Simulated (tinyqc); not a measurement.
What each input does: propagation of a band-gap error through k.p and effective-mass formulas.

Chain, for a gap E (the reference Eg or another value), with Ep and Dso kept: 1/me = 1 + Ep (E + 2 Dso/3)/(E (E + Dso)); g* = 2 - 2 Ep Dso/(3 E (E + Dso)); g1(E) = g1 + (Ep/3)(1/E - 1/Eg), g2(E) = g2 + (Ep/6)(1/E - 1/Eg), light hole 1/(g1 + 2 g2), heavy hole 1/(g1 - 2 g2) along [100]; optical constant ei(E) = 1 + (ei - 1)(EP/(EP + E - Eg))^2, static e0(E) = ei(E) + e0 - ei.

Donor: R = Ry me/e0^2, a_B = a0 e0/me, Mott density (0.26/a_B)^3. Nc, Nv = 2 (m kT/(4 pi c))^(3/2), c = hbar^2/2m0, ni = sqrt(Nc Nv) exp(-E/2kT). Exciton: Ry mu/e0^2 with 1/mu = 1/me + g1(E). 1 angstrom^-3 = 1e24 cm^-3.

Constants: Ry = 13.60569312 eV; a0 (Bohr radius) = 0.5291772105 angstrom; kB = 8.617333262e-05 eV/K; hbar^2/2m0 = 3.80998211 eV angstrom^2.

Values chosen for the exercise (reference values near those of CdTe, gap at low temperature; not measured data): Eg = 1.616 eV (gap at Gamma to the s-like level); Dso = 0.905 eV (spin-orbit splitting); Ep = 19 eV (Kane energy); g1 = 5.31 (Luttinger gamma1); g2 = 1.7 (gamma2); e0 = 10.26 (static dielectric constant); ei = 7.32 (optical dielectric constant); EP = 5.55 eV (mean (Penn) gap); mh = 0.45 m0 (density-of-states mass of the holes); T = 300 K (temperature); Eg2 = 1.438 eV (a wrong gap, of the size a hybrid functional can give).

All at E = Eg2.

One parameter was then changed.

Results before and after:

| case | me (m0) | light hole (m0) | e0 | donor (meV) | exciton (meV) | log10 ni |
|---|---|---|---|---|---|---|
| base | 0.0799 | 0.1033 | 10.69 | 9.523 | 6.509 | 6.238 |
| changed | 0.0744 | 0.1025 | 10.69 | 8.871 | 6.185 | 6.215 |

Which of these changes was made? (a) g1 = 4.885; (b) T = 276 K; (c) Ep = 20.52 eV; (d) mh = 0.414 m0; (e) EP = 5.994 eV; (f) Dso = 0.977 eV; (g) Eg2 = 1.553 eV; (h) ei = 6.734.

Answer: (c) Ep = 20.52 eV. Of the candidates, run in turn, only this one gives the changed row.

All candidates:

| case | me (m0) | light hole (m0) | e0 | donor (meV) | exciton (meV) | log10 ni |
|---|---|---|---|---|---|---|
| base | 0.0799 | 0.1033 | 10.69 | 9.523 | 6.509 | 6.238 |
| Eg2 = 1.553 eV | 0.0852 | 0.1108 | 10.41 | 10.709 | 7.304 | 5.293 |
| Dso = 0.977 eV | 0.0804 | 0.1033 | 10.69 | 9.585 | 6.538 | 6.240 |
| Ep = 20.52 eV | 0.0744 | 0.1025 | 10.69 | 8.871 | 6.185 | 6.215 |
| g1 = 4.885 | 0.0799 | 0.1080 | 10.69 | 9.523 | 6.663 | 6.238 |
| EP = 5.994 eV | 0.0799 | 0.1033 | 10.65 | 9.583 | 6.549 | 6.238 |
| ei = 6.734 | 0.0799 | 0.1033 | 10.65 | 9.594 | 6.557 | 6.238 |
| mh = 0.414 m0 | 0.0799 | 0.1033 | 10.69 | 9.523 | 6.509 | 6.211 |
| T = 276 K | 0.0799 | 0.1033 | 10.69 | 9.523 | 6.509 | 5.133 |

Computed by tinyqc, a small Python program: `OMP_NUM_THREADS=1 python tinyqc.py 1880732 1880733 out.jsonl` (the numbers bound the seed that draws the inputs); one thread of a shared host (Intel(R) Xeon(R) Processor @ 2.30GHz), about 0.01 s for the whole set of steps.
